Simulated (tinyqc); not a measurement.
From results back to parameters: carrier statistics of a doped semiconductor with parabolic bands. Five cases, with inputs chosen for the exercise.

Problem. With Boltzmann statistics and no minority carriers, p (p + ND)/(NA - ND - p) = K(T) = (N(T)/4) exp(-E/kB T), E the ionisation energy of the majority dopant and N = 2 (m kB T/(4 pi c))^(3/2) with c = hbar^2/2m0, in 1/angstrom^3; times 1e24 for 1/cm^3, m = m_d. The density below was computed from a hidden E.

Constants: hbar^2/2m0 = 3.80998211 eV angstrom^2; kB = 8.617333262e-05 eV/K.

Case 1.

Values chosen (near those of GaAs; shifted at random, so the results belong to these values and not to a real crystal):
- NA = 3.7e+14 1/cm^3 (acceptors)
- ND = 2.4e+12 1/cm^3 (donors)
- m_d = 0.52 m0 (density-of-states mass of the majority band)
- Ta = 39 K

p(Ta) = 1.0092e+14 1/cm^3

Case 2.

Values chosen (near those of Ge; shifted at random, so the results belong to these values and not to a real crystal):
- NA = 1.1e+16 1/cm^3 (acceptors)
- ND = 2.2e+15 1/cm^3 (donors)
- m_d = 0.341 m0 (density-of-states mass of the majority band)
- Ta = 15 K

p(Ta) = 1.2077e+13 1/cm^3

Case 3.

Values chosen (near those of GaN; shifted at random, so the results belong to these values and not to a real crystal):
- NA = 1.5e+14 1/cm^3 (acceptors)
- ND = 1.6e+12 1/cm^3 (donors)
- m_d = 1.492 m0 (density-of-states mass of the majority band)
- Ta = 252 K

p(Ta) = 1.3950e+14 1/cm^3

Case 4.

Values chosen (near those of Si; shifted at random, so the results belong to these values and not to a real crystal):
- NA = 1.2e+18 1/cm^3 (acceptors)
- ND = 4e+12 1/cm^3 (donors)
- m_d = 0.583 m0 (density-of-states mass of the majority band)
- Ta = 46 K

p(Ta) = 1.8077e+15 1/cm^3

Case 5.

Values chosen (near those of GaAs; shifted at random, so the results belong to these values and not to a real crystal):
- NA = 2.5e+15 1/cm^3 (acceptors)
- ND = 1.1e+15 1/cm^3 (donors)
- m_d = 0.536 m0 (density-of-states mass of the majority band)
- Ta = 29 K

p(Ta) = 1.6257e+12 1/cm^3

Find: K(Ta); E.

Solution. The left side gives K; then E = kB T ln(N/(4 K)).

Case 1.

K(Ta) = 3.91e+13 1/cm^3
E = 0.0267 eV

Case 2.

K(Ta) = 3.04e+12 1/cm^3
E = 0.0109 eV

Case 3.

K(Ta) = 2.21e+15 1/cm^3
E = 0.1800 eV

Case 4.

K(Ta) = 2.73e+12 1/cm^3
E = 0.0437 eV

Case 5.

K(Ta) = 1.28e+12 1/cm^3
E = 0.0274 eV

Computed by tinyqc, one run a case: `OMP_NUM_THREADS=1 python tinyqc.py N N+1 out.jsonl` with N = 1652145, 1652183, 1652299, 1652302, 1652305; one thread of a shared Intel(R) Xeon(R) Processor @ 2.30GHz, about 0.01 s a run at most.
